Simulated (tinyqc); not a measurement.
Worked calculation: sp3 tight binding, zinc-blende lattice. Computed by tinyqc, a small Python program that keeps every step. Command: `OMP_NUM_THREADS=1 python tinyqc.py 24962 24963 out.jsonl` (the two numbers bound the seeds that draw the settings). One thread of a shared host (Intel(R) Xeon(R) Processor @ 2.60GHz), about 0.01 s of CPU time with the checks.

## Bloch Hamiltonian at k

Parameters chosen for this model: zinc-blende lattice, anion at 0, cation at a/4 (1,1,1); V = eta hbar^2 / (m d^2), hbar^2/m = 7.619964 eV angstrom^2:
```
parameter          value      unit
a               6.030000  angstrom
d               2.611067  angstrom
Es anion      -14.430000        eV
Ep anion       -5.810000        eV
Es cation     -14.430000        eV
Ep cation      -5.810000        eV
eta ss         -1.460000
eta sp          1.820000
eta pp sigma    2.270000
eta pp pi      -0.630000
V ss           -1.631811        eV
V sp            2.034175        eV
V pp sigma      2.537131        eV
V pp pi        -0.704138        eV
```

k point k (2 pi / a): 0.780000  -0.650000  -0.440000

Slater-Koster rules over the four bonds with direction cosines (l, m, n): ss V_ss; s-px l V_sp; px-s -l V_sp; px-px l^2 V_pps + (1 - l^2) V_ppp; px-py l m (V_pps - V_ppp); each times exp(i k.d).

H(k) at k (eV), lower triangle (Hermitian):
```
                      a s                a px                 a py                 a pz
a s            -14.430000
a px             0.000000           -5.810000
a py             0.000000            0.000000            -5.810000
a pz             0.000000            0.000000             0.000000            -5.810000
c s   -0.890141-3.337787i  0.864860+1.779457i  -1.472095-1.045436i  -2.903810-0.529987i
c px  -0.864860-1.779457i  0.205261+0.769672i   2.671371+0.487563i   1.354259+0.961753i
c py   1.472095+1.045436i  2.671371+0.487563i   0.205261+0.769672i  -0.795631-1.637018i
c pz   2.903810+0.529987i  1.354259+0.961753i  -0.795631-1.637018i   0.205261+0.769672i

             c s       c px       c py       c pz
c s   -14.430000
c px    0.000000  -5.810000
c py    0.000000   0.000000  -5.810000
c pz    0.000000   0.000000   0.000000  -5.810000
```

## Levels at k

Diagonalise the Hermitian matrix.

eigenvalues (eV): -18.938614  -13.815014  -9.326360  -8.879447  -5.393157  -3.224037  -2.608929  -1.534441

weights |c|^2 of the basis functions:
```
        band 1    band 2    band 3    band 4    band 5    band 6    band 7    band 8
a s   0.466595  0.328085  0.012328  0.004146  0.153608  0.014186  0.002394  0.018658
a px  0.005940  0.056477  0.273100  0.068112  0.131286  0.063482  0.220109  0.181494
a py  0.006815  0.044149  0.105299  0.310924  0.034926  0.046252  0.276995  0.174639
a pz  0.020650  0.071288  0.109273  0.116818  0.180181  0.376079  0.000502  0.125209
c s   0.466595  0.328085  0.012328  0.004146  0.153608  0.014186  0.002394  0.018658
c px  0.005940  0.056477  0.273100  0.068112  0.131286  0.063482  0.220109  0.181494
c py  0.006815  0.044149  0.105299  0.310924  0.034926  0.046252  0.276995  0.174639
c pz  0.020650  0.071288  0.109273  0.116818  0.180181  0.376079  0.000502  0.125209
```

## Bloch Hamiltonian at L

k point L (2 pi / a): 0.500000  0.500000  0.500000

As before.

H(k) at L (eV), lower triangle (Hermitian):
```
                      a s                 a px                 a py                 a pz
a s            -14.430000
a px             0.000000            -5.810000
a py             0.000000             0.000000            -5.810000
a pz             0.000000             0.000000             0.000000            -5.810000
c s   -2.307729-2.307729i   1.660897+1.660897i   1.660897+1.660897i   1.660897+1.660897i
c px  -1.660897-1.660897i   0.532148+0.532148i  -1.527949-1.527949i  -1.527949-1.527949i
c py  -1.660897-1.660897i  -1.527949-1.527949i   0.532148+0.532148i  -1.527949-1.527949i
c pz  -1.660897-1.660897i  -1.527949-1.527949i  -1.527949-1.527949i   0.532148+0.532148i

             c s       c px       c py       c pz
c s   -14.430000
c px    0.000000  -5.810000
c py    0.000000   0.000000  -5.810000
c pz    0.000000   0.000000   0.000000  -5.810000
```

## Levels at L

As before.

eigenvalues (eV): -18.699278  -14.438089  -8.723416  -8.723416  -6.107410  -2.896584  -2.896584  -1.235223

## Bands along a path

The same steps at evenly spaced points between the labelled ones.

Bands along the path (eV):
```
k             band 1      band 2      band 3      band 4     band 5     band 6     band 7     band 8
L         -18.699278  -14.438089   -8.723416   -8.723416  -6.107410  -2.896584  -2.896584  -1.235223
L-G 0.25  -19.227630  -13.559271   -8.562585   -8.562585  -6.126463  -3.057415  -3.057415  -1.566636
L-G 0.50  -20.104332  -11.678731   -8.128776   -8.128776  -6.209908  -3.491224  -3.491224  -2.487029
L-G 0.75  -20.735451   -9.547527   -7.592335   -7.592335  -6.513261  -4.027665  -4.027665  -3.683761
G         -20.957244   -7.902756   -7.315141   -7.315141  -7.315141  -4.304859  -4.304859  -4.304859
G-X 0.25  -20.659395   -9.695164   -7.970756   -7.970756  -5.905017  -4.220424  -3.649244  -3.649244
G-X 0.50  -19.779430  -11.976991   -9.045928   -9.045928  -4.711846  -4.011734  -2.574072  -2.574072
G-X 0.75  -18.362652  -14.309468   -9.844055   -9.844055  -4.008657  -3.799224  -1.775945  -1.775945
X         -16.495323  -16.495323  -10.131691  -10.131691  -3.744677  -3.744677  -1.488309  -1.488309
X-W 0.25  -16.495323  -16.495323  -10.131691  -10.131691  -3.744677  -3.744677  -1.488309  -1.488309
X-W 0.50  -16.495323  -16.495323  -10.131691  -10.131691  -3.744677  -3.744677  -1.488309  -1.488309
X-W 0.75  -16.495323  -16.495323  -10.131691  -10.131691  -3.744677  -3.744677  -1.488309  -1.488309
W         -16.495323  -16.495323  -10.131691  -10.131691  -3.744677  -3.744677  -1.488309  -1.488309
```

With 4 band(s) filled, the highest filled level on these points lies at G and the lowest empty one at G: the bands touch or overlap, so there is no gap.
